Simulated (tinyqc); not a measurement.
# Series resistance and length offset from two lengths at two overdrives

Question. In strong inversion R W = Rsd + k(x)(L - dL), k(x) = (1 + th1 x)/(mu0 Cox x), x the overdrive, Cox = eps0 eox/tox, with Rsd and dL independent of x. Find dL, Rsd, mu0 and th1.

Inputs (values chosen for the exercise):
- eox = 9.16 (relative permittivity of the gate insulator (close to aluminium oxide))
- tox = 18 nm (insulator thickness)

Constants: eps0 = 8.8541878128e-14 F/cm where lengths are in cm. Results are converted to the units shown.

total resistance times width (ohm um):

|  | L = 0.08 um | L = 0.4 um |
|---|---|---|
| overdrive 0.58 V | 1433.42261 | 6201.53226 |
| overdrive 1.18 V | 1005.37485 | 3698.10140 |

Answer. At each overdrive R W is a straight line in L; the two lines cross at L = dL, R W = Rsd. Their slopes give k x = (1 + th1 x)/(mu0 Cox), a straight line in x.

dL = 0.0140 um
Rsd = 450 ohm um
mu0 = 300 cm^2/(V s)
th1 = 0.290 1/V

Computed by the program tinyqc: `OMP_NUM_THREADS=1 python tinyqc.py 2210070 2210071 out.jsonl`, one thread of a shared Intel Xeon 2.30GHz, about 0.01 s for the whole run.
